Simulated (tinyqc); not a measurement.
Ferroelectric with a first-order transition, Landau-Devonshire energy: one step of the calculation.

One domain with free energy u = al P^2 + be P^4 + ga P^6 - E P, al = a0 (T - T0), be < 0 < ga (P in uC/cm^2, E in kV/cm, u in mJ/cm^3). Equilibrium: E = 2 al P + 4 be P^3 + 6 ga P^5; a state is stable against small changes where dE/dP > 0. The coercive field is that of uniform switching, which real films, switching by domains, do not reach.

Problem. Spontaneous polarisation, coercive field and susceptibility. Ps^2 = [-be + sqrt(be^2 - 3 al ga)]/(3 ga); Pc^2 = [-3 be + sqrt(9 be^2 - 15 al ga)]/(15 ga), Ec = -E(Pc); susceptibility chi = 1/(eps0 dE/dP).

Parameters, values chosen for the exercise:
- a0 = 0.047 kV cm/(uC K) (slope of the quadratic coefficient)
- T0 = 450 K (Curie-Weiss temperature)
- be = -0.0016 kV cm^5/uC^3 (quartic coefficient)
- ga = 5.4e-7 kV cm^9/uC^5 (sixth-order coefficient)
- T = 400 K (temperature)

Constants: eps0 = 8.8541878128e-14 F/cm where lengths are in cm. Results are converted to the units shown.

Wanted: al; Ps; u(Ps) at E = 0; Pc; Ec; chi at Ps.

Solution.

al = -2.350 kV cm/uC
Ps = 50.45 uC/cm^2
u(Ps) at E = 0 = -7443 mJ/cm^3
Pc = 37.33 uC/cm^2
Ec = 273.5 kV/cm
chi at Ps = 219.8

tinyqc, about 0.01 s, one thread, Intel Xeon 2.30GHz (shared host): `OMP_NUM_THREADS=1 python tinyqc.py 2860053 2860054 out.jsonl`
